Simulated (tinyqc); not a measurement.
Worked calculation: carrier statistics of a doped semiconductor with parabolic bands. Values are carried at full precision from step to step, so a last printed digit may differ when a step is redone from the rounded ones.

Constants: kB = 8.617333262e-05 eV/K; hbar^2/2m0 = 3.80998211 eV angstrom^2.

Values chosen for the exercise (near those of Ge; the results hold for these values, not for the real material):
```
symbol  value    unit    meaning
Eg0     0.741    eV      gap at 0 K
al      0.00047  eV/K    Varshni alpha
be      234      K       Varshni beta
T       150      K
ml      1.58     m0      longitudinal electron mass
mt      0.0807   m0      transverse electron mass
Mv      4                equivalent valleys
mhh     0.333    m0      heavy-hole mass
mlh     0.0426   m0      light-hole mass
ND      6e+16    1/cm^3  donors
NA      2.7e+12  1/cm^3  acceptors
ED      0.0117   eV      donor level below Ec
EA      0.0112   eV      acceptor level above Ev
```

## Gap and thermal energy

Eg(T) = Eg0 - al T^2/(T + be) (Varshni).

Eg = 0.71346 eV
kT = 0.012926 eV

The gap has shrunk by 27.5 meV from 0 K and is 55.2 kT wide.

## Effective densities of states

m_de = Mv^(2/3) (ml mt^2)^(1/3); m_dh = (mhh^(3/2) + mlh^(3/2))^(2/3); N = 2 (m kB T/(4 pi c))^(3/2) with c = hbar^2/2m0, in 1/angstrom^3; times 1e24 for 1/cm^3.

m_de = 0.5481 m0
m_dh = 0.3431 m0
Nc = 3.5999e+18 1/cm^3
Nv = 1.7829e+18 1/cm^3

The light holes supply 4.4 % of Nv, and Nc/Nv = 2.02.

## Intrinsic density and level

With Boltzmann statistics ni = sqrt(Nc Nv) exp(-Eg/2kT) and Ei = Eg/2 + (kT/2) ln(Nv/Nc), counted from Ev.

ni = 2.62e+06 1/cm^3
Ei = 0.3522 eV

Ei lies 4.5 meV below midgap, towards the band with the smaller density of states.

## Neutrality by bisection

Energies are counted from Ev, so Ec = Eg. n = Nc F_1/2((EF - Eg)/kT), p = Nv F_1/2(-EF/kT), ND+ = ND/(1 + 2 exp((EF - Eg + ED)/kT)), NA- = NA/(1 + 4 exp((EA - EF)/kT)); neutrality asks p + ND+ = n + NA-. F_j(eta) = (1/Gamma(j + 1)) integral_0^infinity x^j dx/(1 + exp(x - eta)), which tends to exp(eta) for eta << 0.

Start from the bracket [-0.2 eV, Eg + 0.2 eV]; at the midpoint EF take the sign of p + ND+ - n - NA-; where it is positive EF must rise. Fourteen steps are shown.

Bisection (eV, 1/cm^3):
```
step,low,high,EF,n,p,ND+,NA-,sign
1,-0.20000,0.91346,0.35673,3.72e+06,1.84e+06,6.00e+16,2.70e+12,+
2,0.35673,0.91346,0.63510,8.37e+15,0.000818,5.93e+16,2.70e+12,+
3,0.63510,0.91346,0.77428,2.93e+19,1.72e-08,1.10e+14,2.70e+12,-
4,0.63510,0.77428,0.70469,1.57e+18,3.76e-06,1.71e+16,2.70e+12,-
5,0.63510,0.70469,0.66989,1.22e+17,5.54e-05,5.13e+16,2.70e+12,-
6,0.63510,0.66989,0.65249,3.21e+16,0.000213,5.75e+16,2.70e+12,+
7,0.65249,0.66989,0.66119,6.27e+16,0.000109,5.52e+16,2.70e+12,-
8,0.65249,0.66119,0.65684,4.49e+16,0.000152,5.65e+16,2.70e+12,+
9,0.65684,0.66119,0.65902,5.31e+16,0.000129,5.59e+16,2.70e+12,+
10,0.65902,0.66119,0.66011,5.77e+16,0.000118,5.56e+16,2.70e+12,-
11,0.65902,0.66011,0.65956,5.53e+16,0.000123,5.57e+16,2.70e+12,+
12,0.65956,0.66011,0.65983,5.65e+16,0.000121,5.57e+16,2.70e+12,-
13,0.65956,0.65983,0.65970,5.59e+16,0.000122,5.57e+16,2.70e+12,-
14,0.65956,0.65970,0.65963,5.56e+16,0.000123,5.57e+16,2.70e+12,+
```

Each step halves the bracket, which is 0.136 meV wide at the last row.

## The neutral state

Solve the neutrality condition for EF to convergence.

EF = 0.6596 eV
n = 5.57e+16 1/cm^3
p = 0.000122 1/cm^3
ND+ = 5.57e+16 1/cm^3
NA- = 2.70e+12 1/cm^3

The material is n-type; 92.9 % of the donors are ionised. EF lies 4.16 kT inside the gap from the conduction edge, so Boltzmann statistics would serve; n p/(Nc Nv exp(-Eg/kT)) = 0.995.

## Checks

- F_1/2(1) by the trapezoid rule against adaptive quadrature: both 1.575641.
- Positive against negative charge at the solution (1/cm^3): both 5.57134e+16.

Computed by tinyqc, a small Python program: `OMP_NUM_THREADS=1 python tinyqc.py 1680575 1680576 out.jsonl` (the numbers bound the seed that draws the inputs); one thread of a shared host (Intel(R) Xeon(R) Processor @ 2.30GHz), about 0.01 s for the whole set of steps.
